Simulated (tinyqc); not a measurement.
# Read current of a NAND string, cells in series solved by shooting: what changes with what

Cells in series, numbered from 0 at the source line (0 V) to the bit line, each followed by a gap resistance Rg. A cell with gate Vg, threshold VT, source Vs and drain Vd passes I = 2 nf K Vt^2 [F(Vs) - F(Vd)]/(1 + th max(Vg - VT, 0)), F(V) = ln^2(1 + exp((Vg - VT - nf V)/(2 nf Vt))). The selected cell has Vg = Vr, the others Vg = Vp.

Parameters, values chosen for the exercise; values of the order met in vertical NAND strings:
```
symbol,value,unit,meaning
T,300,K,temperature
K,13,uA/V^2,gain factor of a cell
nf,1.5,,slope factor
th,0.02,1/V,mobility reduction factor
Rg,1.8,kohm,resistance of the gap between cells
Vbl,0.3,V,bit-line voltage
Vp,5.6,V,pass voltage
Ve,-1.1,V,threshold of an erased cell
Vh,3.2,V,threshold of the highest state
Vx,2.8,V,threshold of the selected cell
Is,10,nA,sensing current
Vr,4.72,V,read voltage on the selected word line
```

Constants: q = 1.602176634e-19 C, kB = 1.380649e-23 J/K, Vt = kB T/q. Results are converted to the units shown.

Each table varies one quantity; the others keep the values above.

## Read current against the number of cells

For a trial current I start at 0 V and, cell by cell, solve for the drain: sqrt(F(Vd)) = sqrt(F(Vs) - I/k), k = 2 nf K Vt^2/(1 + th max(Vg - VT, 0)), Vd = [Vg - VT - 2 nf Vt ln(exp(sqrt F) - 1)]/nf, then add I Rg. The string current is the I for which the last node reaches Vbl. The apparent threshold is the Vr at which I = Is. Background: all other cells erased (VT = Ve) or all in the highest state (VT = Vh); ratio and shift are high over erased and high minus erased. The selected cell is in the middle, cell n/2.

Read current against the number of cells:

| n | I, others erased (uA) | I, others high (uA) | ratio | apparent VT, erased (V) | apparent VT, high (V) | background shift (mV) |
|---|---|---|---|---|---|---|
| 8 | 1.921 | 0.9347 | 0.4865 | 2.789 | 2.790 | 1.235 |
| 16 | 1.079 | 0.4748 | 0.4402 | 2.790 | 2.792 | 2.472 |
| 32 | 0.5743 | 0.2393 | 0.4167 | 2.792 | 2.797 | 4.951 |
| 64 | 0.2967 | 0.1201 | 0.4048 | 2.795 | 2.805 | 9.934 |
| 96 | 0.2000 | 0.08018 | 0.4008 | 2.799 | 2.814 | 14.95 |
| 128 | 0.1509 | 0.06018 | 0.3989 | 2.802 | 2.822 | 19.99 |
| 192 | 0.1012 | 0.04014 | 0.3969 | 2.809 | 2.840 | 30.16 |

With erased neighbours the current falls from 1.92 to 0.101 uA, as n^(-0.83) between the first two rows and n^(-0.99) between the last two (-1 once the series resistance rules). The ratio falls from 0.486 to 0.397 and the background shift rises from 1.24 to 30.2 mV.

## Effect of the read voltage on the selected word line

Same model as above.

The string has 64 cells and the selected one is cell 32.

The same in every row: apparent VT, erased (V) = 2.795; apparent VT, high (V) = 2.805; background shift (mV) = 9.934.

Effect of the read voltage on the selected word line:

| Vr (V) | I, others erased (uA) | I, others high (uA) | ratio |
|---|---|---|---|
| 2.5 | 1.115e-5 | 1.114e-5 | 0.9997 |
| 2.9 | 0.04075 | 0.02938 | 0.7210 |
| 3.3 | 0.2397 | 0.1098 | 0.4582 |
| 3.7 | 0.2778 | 0.1169 | 0.4209 |
| 4.1 | 0.2892 | 0.1189 | 0.4110 |
| 4.5 | 0.2947 | 0.1198 | 0.4064 |
| 4.9 | 0.2980 | 0.1203 | 0.4038 |
| 5.3 | 0.3002 | 0.1207 | 0.4020 |

As Vr goes from 2.5 to 5.3 V, the current with erased neighbours rises from 1.11e-5 to 0.300 uA, that with high neighbours rises from 1.11e-5 to 0.121 uA and the ratio falls from 1.00 to 0.402. The apparent thresholds do not depend on Vr.

tinyqc, about 0.6 s, one thread, Intel Xeon 2.30GHz (shared host): `OMP_NUM_THREADS=1 python tinyqc.py 2142090 2142091 out.jsonl`
